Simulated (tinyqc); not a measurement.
Worked calculation: hole subbands of a hard-walled well, four-band Luttinger model. Values are carried at full precision from step to step, so a last printed digit may differ when a step is redone from the rounded ones.

Constants: hbar^2/2m0 = 3.80998211 eV angstrom^2.

Values chosen for the exercise (near those of AlAs; the results hold for these values, not for the real material): b = -2.29 eV (shear deformation potential); C11 = 124 GPa; C12 = 53.6 GPa; e_par = 0.0114 (strain in the plane); g1 = 3.76 (Luttinger gamma1); g2 = 0.82 (gamma2); L = 155 angstrom (well width along [001]); g3 = 1.42 (gamma3); k = 0.0321 1/angstrom (wave vector in the plane); N = 4 (sines for each component); kmax = 0.049 1/angstrom (end of the path).

## Shear strain energy

e_perp = -2 (C12/C11) e_par and Zs = b (e_par - e_perp); Zs > 0 lifts the heavy-hole edge by Zs and lowers the light-hole edge by Zs.

e_perp = -0.00986
shear strain energy Zs = -0.04868 eV

## Levels at k = 0

R and S vanish: HHn = c (g1 - 2 g2)(n pi/L)^2 - Zs and LHn = c (g1 + 2 g2)(n pi/L)^2 + Zs, c = hbar^2/2m0, hole energies counted downwards. Sort HH1 to HH4 and LH1, LH2.

Levels:

| subband | E (eV) |
|---|---|
| LH1 | -0.0402 |
| LH2 | -0.0149 |
| HH1 | 0.0520 |
| HH2 | 0.0619 |
| HH3 | 0.0785 |
| HH4 | 0.1018 |

The top subband is LH1, 25.4 meV from LH2.

## The matrix at one k

Hole energies are counted downwards from the unstrained band edge, c = hbar^2/2m0. After the usual block transformation one block is H = [[P + Q - Zs, R - i S], [R + i S, P - Q + Zs]] in (heavy, light), with P +/- Q = c [(g1 +/- g2) k^2 + (g1 -/+ 2 g2) kz^2], R = sqrt(3) c gR k^2, S = 2 sqrt(3) c g3 k kz, kz = -i d/dz; axial approximation gR = (g2 + g3)/2. Zs = b (e_par - e_perp) is the shear part of the strain (the hydrostatic part shifts all levels alike and is left out). Basis sqrt(2/L) sin(n pi z/L), n = 1 to N, for each component: kz^2 gives (n pi/L)^2 and the heavy-light block is R delta_nm - 2 sqrt(3) c g3 k D_nm with D_nm = 4 n m/(L (n^2 - m^2)) for n + m odd, 0 otherwise. The other block has the same levels. The split-off band is left out.

Fill in the 2N x 2N matrix, in meV.

H(k) (meV), lower triangle:
```
       h1      h2      h3      h4      l1     l2     l3     l4
h1  69.97
h2      0   79.93
h3      0       0   96.52
h4      0       0       0  119.75
l1   7.62  -10.35       0   -4.14  -28.68
l2  10.35    7.62  -18.63       0       0  -3.33
l3      0   18.63    7.62  -26.61       0      0  38.93
l4   4.14       0   26.61    7.62       0      0      0  98.10
```

## Levels and mixing

Diagonalise; give the four lowest hole energies and the weight of the heavy component (the first half of the basis) in each.

levels (meV): -30.36  -8.81  24.52  67.40

heavy weight: 0.015  0.056  0.165  0.733

The most mixed of the four is number 4, with 73 % heavy character. Against 60 sines these levels lie 0.1, 0.4, 1.0 and 6.5 meV too high: the small basis lacks the higher sines, which carry the upper levels.

## Dispersion in the plane

N = 20, nine points from 0 to kmax.

Hole energies (meV):

| k (1/angstrom) | E1 | E2 | E3 | E4 | heavy weight of 1 | heavy weight of 2 |
|---|---|---|---|---|---|---|
| 0.0000 | -40.22 | -14.87 | 27.39 | 51.99 | 0.000 | 0.000 |
| 0.0061 | -39.85 | -14.66 | 27.07 | 52.68 | 0.000 | 0.002 |
| 0.0123 | -38.73 | -14.04 | 26.25 | 54.73 | 0.002 | 0.009 |
| 0.0184 | -36.90 | -13.01 | 25.23 | 57.99 | 0.004 | 0.021 |
| 0.0245 | -34.40 | -11.57 | 24.29 | 61.43 | 0.008 | 0.035 |
| 0.0306 | -31.26 | -9.72 | 23.64 | 61.31 | 0.014 | 0.052 |
| 0.0367 | -27.56 | -7.45 | 23.40 | 59.41 | 0.022 | 0.071 |
| 0.0429 | -23.33 | -4.76 | 23.65 | 57.70 | 0.032 | 0.090 |
| 0.0490 | -18.63 | -1.65 | 24.43 | 56.50 | 0.043 | 0.109 |

At small k the hole energy falls in subband 3: an electron-like mass, caused by repulsion from a deeper subband. E2 - E1 is smallest, 17.0 meV, at k = 0.0490 of the points listed. The top subband goes from 0.00 to 0.04 in heavy weight.

## Mass of HH1 in the plane

Second order in k: 1/m = g1 + g2 - sum_n 12 c g3^2 D_1n^2/(LHn - HH1) over even n up to 60, with D_1n = 4n/(L (n^2 - 1)) in size, LHn - HH1 = c [(g1 + 2 g2) n^2 - (g1 - 2 g2)](pi/L)^2 + 2 Zs, c = hbar^2/2m0.

LHn - HH1 for n = 2, 4, 6 (meV): -66.9  34.6  203.6
terms for n = 2, 4, 6: -0.4081  0.1263  0.0089
sum of all terms = -0.2689
mass without mixing, 1/(g1 + g2) = 0.2183 m0
1/m with mixing = 4.8489 1/m0

Mixing with the light holes takes m from 0.218 to 0.206 m0.

## Checks

- 1/m of HH1 from the full matrix (N = 60) at small k against second order: both 4.849.
- The 2 x 2 block with gR = g2 (k along [100]) for a plane wave (k, 0, pi/L) against the bulk heavy-hole formula, eV: both 0.00722.
- Lowest level at the given k on a real-space grid of 240 points against 60 sines, eV: both -0.0304.

Program tinyqc; command `OMP_NUM_THREADS=1 python tinyqc.py 1250068 1250069 out.jsonl`; about 0.1 s on one thread of a shared Intel(R) Xeon(R) Processor @ 2.30GHz.
